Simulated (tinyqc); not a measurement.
Coherent transport through a tight-binding region between two chains, step by step. Computed by tinyqc, a small Python program that keeps every step. Settings: temperature = 300, mu = -0.39. Command: `OMP_NUM_THREADS=1 python tinyqc.py 29582 29583 out.jsonl` (the two numbers bound the seeds that draw the settings). One thread of a shared host (Intel(R) Xeon(R) Processor @ 2.60GHz), about 0.08 s of CPU time with the checks.

## Transmission at E = 0.89 eV

H of the central region (eV):
$$\begin{pmatrix}
0.000000 & -2.490000 & 0.000000 & -2.490000 \\
-2.490000 & 0.000000 & -2.490000 & 0.000000 \\
0.000000 & -2.490000 & 0.000000 & -2.490000 \\
-2.490000 & 0.000000 & -2.490000 & 0.000000
\end{pmatrix}$$

Leads: semi-infinite chains with site energy 0:
```
parameter                           value
lead hopping t (eV)              2.530000
coupling to the left lead (eV)   0.340000
coupling to the right lead (eV)  0.450000
left contact site                       1
right contact site                      4
```

E = 0.890000 eV

Surface Green function g = (E - i sqrt(4 t^2 - E^2)) / (2 t^2); self-energy tc^2 g on each contact site; G = (E - H - Sigma)^(-1); Gamma = -2 Im Sigma; T = Gamma_L Gamma_R |G_LR|^2; local density of states -Im G_ii / pi.

g = 0.069521-0.389095i 1/eV

G (1/eV):
$$\begin{pmatrix}
0.545390-0.014254i & 0.103572+0.002285i & -0.582410+0.013438i & 0.104599-0.007088i \\
0.103572+0.002285i & 0.546999-0.027370i & 0.102521+0.007498i & -0.583643+0.024690i \\
-0.582410+0.013438i & 0.102521+0.007498i & 0.545766-0.016118i & 0.104013-0.001737i \\
0.104599-0.007088i & -0.583643+0.024690i & 0.104013-0.001737i & 0.546466-0.024069i
\end{pmatrix}$$

local density of states (1/eV): [0.004537, 0.008712, 0.005130, 0.007661]

transmission = 0.000156

## Transmission across the band

The same steps on a grid of energies.

T(E):
```
E (eV)              T
-4.80700000  0.002304
-4.32630000  0.000627
-3.84560000  0.000378
-3.36490000  0.000280
-2.88420000  0.000228
-2.40350000  0.000197
-1.92280000  0.000178
-1.44210000  0.000165
-0.96140000  0.000157
-0.48070000  0.000151
0.00000000          0
0.48070000   0.000151
0.96140000   0.000157
1.44210000   0.000165
1.92280000   0.000178
2.40350000   0.000197
2.88420000   0.000228
3.36490000   0.000280
3.84560000   0.000378
4.32630000   0.000627
4.80700000   0.002304
```

levels of the isolated region (eV): [-4.980000, 0.000000, 0.000000, 4.980000]

## Current

I = (2e/h) int T(E) [f(E - mu - V/2) - f(E - mu + V/2)] dE at 300 K with mu = -0.39 eV, the bias not changing H; 2e^2/h = 77.48092 microsiemens; the integral runs over the band on 4001 points.

Current:
```
V (volt)  I (microampere)
0.010000         0.000116
0.050000         0.000581
0.100000         0.001161
0.200000         0.002321
0.400000         0.004621
0.800000         0.008505
```
